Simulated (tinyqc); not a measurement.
Geometry optimisation on the UHF/sto-3g surface (energies and gradients from PySCF), for H4, spin multiplicity 3, step by step. Computed by tinyqc, a small Python program that keeps every step (integrals from PySCF). Settings: charge = 0, multiplicity = 3, basis = sto-3g, optimiser = sd, first Hessian = 0.15, largest step = 0.5, iteration cap = 30. Command: `OMP_NUM_THREADS=1 python tinyqc.py 22237 22238 out.jsonl` (the two numbers bound the seeds that draw the settings). One thread of a shared host (Intel(R) Xeon(R) Processor @ 2.60GHz), about 2 s of CPU time with the checks.

positions at the start (bohr), order 1H, 2H, 3H, 4H:
```
[[0.013228, 0.022677, 0.034015],
 [0.083148, -0.028346, 1.664849],
 [-0.092597, 2.107045, 0.096376],
 [-0.092597, 2.088147, 1.517450]]
```

Stop when the largest gradient component is below 3e-5 hartree/bohr.

Course of the optimisation:
```
step  E (hartree)  largest gradient (hartree/bohr)
1     -1.79295426                         2.50e-01
2     -1.89538724                         7.66e-02
3     -1.96023088                         5.54e-02
4     -1.97808860                         2.01e-01
5     -1.97189845                         1.25e-01
6     -1.99442061                         1.93e-01
7     -1.97999604                         1.32e-01
8     -2.00366528                         1.90e-01
9     -1.98518792                         1.35e-01
10    -2.00960953                         1.87e-01
11    -1.98878088                         1.37e-01
12    -2.01373854                         1.85e-01
13    -1.99140298                         1.38e-01
14    -2.01676283                         1.84e-01
15    -1.99339332                         1.39e-01
16    -2.01906609                         1.83e-01
17    -1.99495075                         1.40e-01
18    -2.02087373                         1.82e-01
19    -1.99619936                         1.40e-01
20    -2.02232678                         1.81e-01
21    -1.99722043                         1.41e-01
22    -2.02351786                         1.80e-01
23    -1.99806937                         1.41e-01
24    -2.02451025                         1.80e-01
25    -1.99878515                         1.41e-01
26    -2.02534860                         1.79e-01
27    -1.99939598                         1.41e-01
28    -2.02606526                         1.79e-01
29    -1.99992271                         1.42e-01
30    -2.02668423                         1.78e-01
```

Can the last value be used, and what does the course show?

Not by the stop rule. Not converged within 30 steps: the energy rises at some steps, so steps overshoot. Reruns: method bfgs, first Hessian 0.6, largest step 0.3: not converged.
